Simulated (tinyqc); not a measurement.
Strained alloy layer of InAs and GaAs on (001) InP, model-solid band line-up: one step of the calculation.

The layer is x parts of the first compound and 1 - x of the second, grown coherently on the third as substrate and barrier. Rows of the table: lattice constant a, average valence level Ea on an absolute scale, spin-orbit splitting so, gaps at Gamma, X and L, hydrostatic deformation potentials av and ac (Gamma), shear potential b, elastic constants, electron and heavy-hole (along z) masses. All are interpolated linearly in x; gaps get -C x (1 - x), taken wholly in the conduction band; real line-ups can differ from this model by 0.1 eV or more.

Task. Band edges and offsets. In-plane strain e = (a_substrate - a)/a, e_z = -2 (c12/c11) e, volume change 2 e + e_z. With v = 2 e + e_z and d = 2 b (e_z - e): Eav = Ea + av v; E_hh = Eav + so/3 - d/2; E_lh = Eav - so/6 + d/4 + sqrt(so^2 + so d + 9 d^2/4)/2; E_c = Ea + so/3 + EG + ac v (Gamma). Substrate: E_v = Ea + so/3, E_c = E_v + EG. Well depths: dEc = E_c(substrate) - E_c, dEhh = E_hh - E_v(substrate), dElh likewise; strained Gamma gap E_c - max(E_hh, E_lh); positive values confine carriers in the layer.

Inputs (values chosen for the exercise):
- x = 0.74 (fraction of the first compound in the layer)
- CG = 0.477 eV (bowing of the Gamma gap)
- CX = 1.4 eV (bowing of the X gap)
- CL = 0.33 eV (bowing of the L gap)

Binary compounds, values chosen for the exercise:
```
              close to InAs  close to GaAs  close to InP
a (angstrom)          6.058          5.653         5.869
Ea (eV)               -6.67          -6.92         -7.04
so (eV)               0.382          0.343          0.11
EG (eV)               0.351           1.43          1.35
EX (eV)                1.36            1.9           2.2
EL (eV)                1.06           1.73          1.91
av (eV)                   1           1.15          1.25
ac (eV)               -5.14          -7.08         -5.09
b (eV)                -1.77          -1.72         -1.69
c11 (GPa)              82.3            118          99.7
c12 (GPa)              45.7           54.1          56.7
me (m0)              0.0227         0.0675         0.079
mh (m0)               0.326          0.345         0.532
```

Find: d; E_hh; E_lh; E_c; strained Gamma gap; dEc; dEhh; dElh.

Result.

d = -0.1011 eV
E_hh = -6.574 eV
E_lh = -6.660 eV
E_c = -5.996 eV
strained Gamma gap = 0.5789 eV
dEc = 0.3422 eV
dEhh = 0.4289 eV
dElh = 0.3430 eV

The heavy-hole band lies on top, by 85.9 meV. At Gamma the line-up is type I, both carriers held in the layer.

Program tinyqc, `OMP_NUM_THREADS=1 python tinyqc.py 2690024 2690025 out.jsonl`; Intel Xeon 2.30GHz, shared host, one thread, about 0.01 s.
